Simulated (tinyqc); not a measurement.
The choice of windows: band offset from the macroscopic average of a supercell potential.

A model of the planar-averaged electrostatic energy of an electron in a periodic cell of N1 periods of A (L1 = N1 n1 h) and N2 periods of B (L2 = N2 n2 h), on z_j = j h: V(z) = f VA + (1 - f) VB + F t(z), VA = V1[0] + V1[1] cos(2 pi z/(n1 h)) + V1[2] cos(4 pi z/(n1 h)), VB the same with V2, n2 and z - L1. f = [tanh(z/w) - tanh((z - L1)/w) + tanh((z - L1 - L2)/w)]/2 + 1/2; t(z) = z - L1/2 in A and (L1/L2)(L1 + L2/2 - z) beyond, so that the cell is periodic.

Running mean over n points, periodic: for odd n the plain mean of the n points centred on j; for even n the n + 1 points with half weight at both ends. The macroscopic average applies the mean over n1 points and then over n2 points.

Inputs chosen for the exercise (gaps near those of Si and Ge; the results hold for these values, not for the real material): h = 0.3 angstrom (grid step); n1 = 6 (grid points per period of A); n2 = 7 (grid points per period of B); N1 = 4 (periods of A); N2 = 5 (periods of B); V1 = (-10.96, 1.54, -0.89) eV (mean and two harmonics of the potential in A); V2 = (-8.94, 2.88, -0.58) eV (the same in B); w = 0.39 angstrom (width of the interfaces); F = 0 eV/angstrom (slope in A from opposite charges on the two interfaces).

dV read at j = 12 and 41 after means over the numbers of points listed; ripple is the spread over the five points around each.

Results:

| windows | dV (eV) | ripple in A (meV) | ripple in B (meV) |
|---|---|---|---|
| none | -1.586 | 1540 | 4881 |
| 6 only | 1.668 | 0 | 608 |
| 7 only | 2.367 | 521 | 0 |
| 7, 8 | 1.987 | 50 | 0 |
| 6, 7 | 2.020 | 0 | 0 |

Which rows can be used, and how does a wrong window show?

The last row matches both periods and lies 0 meV from the value of a thick cell, V2[0] - V1[0] = 2.020 eV. Against it the raw potential errs by -3.61 eV. No other row is within 20 meV of it. A window one point too long leaves a ripple of 521 meV in A, against 0 meV in the last row: the ripple is the sign to look for. Rows to use, with under 30 meV of ripple in both regions once the tilt is taken off: 6, 7. A row with a large ripple can hit the right value only by chance.

Computed by tinyqc, a small Python program: `OMP_NUM_THREADS=1 python tinyqc.py 1850699 1850700 out.jsonl` (the numbers bound the seed that draws the inputs); one thread of a shared host (Intel(R) Xeon(R) Processor @ 2.30GHz), about 0.01 s for the whole set of steps.
